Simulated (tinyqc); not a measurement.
Reverse leakage of an n+-p junction: diffusion, generation, trap-assisted and band-to-band tunnelling: two steps of the calculation.

One-sided abrupt junction in the depletion approximation, x from the junction (0) to W on the p side, field F = F0 (1 - x/W). Flat quasi-Fermi levels, long p side. Traps generate through SRH with both lifetimes shortened by 1 + Gamma (Hurkx enhancement, form for moderate fields); band-to-band generation is local and needs a total bending above Eg.

Values chosen for this exercise; band and dielectric values close to those of gallium arsenide: temperature T = 250 K; band gap Eg = 1.42 eV; relative permittivity eps_r = 13; conduction-band density of states at T Nc = 3.32e17 cm^-3; valence-band density of states at T Nv = 6.73e18 cm^-3; acceptor density of the lighter side Na = 1.2e17 cm^-3; donor density of the heavier side Nd = 1e20 cm^-3; SRH lifetime of both carriers at zero field tau = 2e-9 s; tunnelling mass mt = 0.083 m0; electron diffusion coefficient on the lighter side Dn = 27 cm^2/s; reverse bias VR = 0.9 V.

Constants: q = 1.602176634e-19 C, kB = 1.380649e-23 J/K, hbar = 1.054571817e-34 J s, m0 = 9.1093837015e-31 kg, Vt = kB T/q, eps0 = 8.8541878128e-14 F/cm where lengths are in cm. Results are converted to the units shown.

Question 1. Field, scales and diffusion current. ni = sqrt(Nc Nv) exp(-Eg/(2 Vt)), Eg in volts; Vbi = Vt ln(Na Nd/ni^2); W = sqrt(2 eps0 eps_r (Vbi + VR)/(q Na)); F0 = 2 (Vbi + VR)/W; FG = sqrt(24 mt m0 (kB T)^3)/(q hbar); J_diff = q ni^2 sqrt(Dn/tau)(1 - exp(-VR/Vt))/Na.

Give: ni; Vbi; W; F0; FG; J_diff.

Answer 1.

ni = 7271 cm^-3
Vbi = 1.456 V
W = 168.0 nm
F0 = 280.6 kV/cm
FG = 161.7 kV/cm
J_diff = 8.202e-24 A/cm^2

Question 2. Current components. u = (Vbi + VR)(1 - x/W)^2, p = Na exp(-u/Vt), n = Nd exp((u - Vbi - VR)/Vt); G0 = ni^2 (1 - exp(-VR/Vt))/(tau (n + p + 2 ni cosh(Et/Vt))); Gamma = 2 sqrt(3 pi)(F/FG) exp((F/FG)^2); trap-assisted part G0 Gamma; G_bb = Ab F^2.5 exp(-Bb/F) with F in V/cm, zero unless Vbi + VR > Eg, and counted as zero under 1 cm^-3 s^-1. 12 equal steps.

Each current is q times the trapezoid sum of its rate; J adds J_diff; J_bb under 1e-8 of the sum is given as 0.

| point | x (nm) | G0 (cm^-3 s^-1) | G0 Gamma (cm^-3 s^-1) | G_bb (cm^-3 s^-1) |
|---|---|---|---|---|
| 0 | 0.00000 | 2.6435228e-4 | 0.057222840 | 1.8448350e5 |
| 1 | 13.99720 | 10206.008 | 1.2518814e6 | 805.04945 |
| 2 | 27.99441 | 3.3859755e10 | 2.4337293e12 | 1.2121170 |
| 3 | 41.99161 | 5.5738351e10 | 2.4233903e12 | 0 |
| 4 | 55.98881 | 5.5738371e10 | 1.5096409e12 | 0 |
| 5 | 69.98602 | 5.5737402e10 | 9.6525313e11 | 0 |
| 6 | 83.98322 | 4.1671459e10 | 4.7132217e11 | 0 |
| 7 | 97.98042 | 3.8822441e7 | 2.9072113e8 | 0 |
| 8 | 111.97763 | 41752.935 | 2.0721967e5 | 0 |
| 9 | 125.97483 | 204.97454 | 659.06733 | 0 |
| 10 | 139.97203 | 4.5964569 | 8.8746415 | 0 |
| 11 | 153.96924 | 0.47082245 | 0.42688235 | 0 |
| 12 | 167.96644 | 0.22029357 | 0 | 0 |

J_diff = 8.2017983e-24 A/cm^2

Give: J_SRH; J_TAT; J_bb; J.

Answer 2.

J_SRH = 5.445e-14 A/cm^2
J_TAT = 1.750e-12 A/cm^2
J_bb = 2.087e-20 A/cm^2
J = 1.804e-12 A/cm^2

Range of the model: The n+ side is degenerate, so Vbi from Boltzmann statistics is only a guide.

tinyqc, about 0.01 s, one thread, Intel Xeon 2.30GHz (shared host): `OMP_NUM_THREADS=1 python tinyqc.py 2290120 2290121 out.jsonl`
